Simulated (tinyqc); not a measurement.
CIS on RHF in the sto-3g basis, for H3-, spin multiplicity 1, step by step. The basis has no diffuse functions, so it cannot describe the extra electron: this is an exercise in the method, not the real anion. One step of it, computed by the program tinyqc.

Problem. CIS matrix, singlets. A(ia,jb) = (e_a - e_i) d_ij d_ab + 2 (ia|jb) - (ij|ab).

orbital energies (hartree): [-0.197539, 0.223369, 1.366638]

Two-electron integrals over orbitals (pq|rs), unique and non-zero (hartree):
```
(11|11) 0.579321    (21|21) 0.163208    (22|11) 0.519570    (22|22) 0.558756
(31|11) 0.083949    (31|22) -0.027510   (31|31) 0.130782    (32|21) -0.136431
(32|32) 0.138425    (33|11) 0.608175    (33|22) 0.544988    (33|31) 0.101766
(33|33) 0.679121
```

Give: CIS matrix A, singlet.

Solution.

CIS matrix A, singlet (hartree), order 1>3, 2>3:
```
[[1.2176, 0.0000],
 [0.0000, 0.8751]]
```
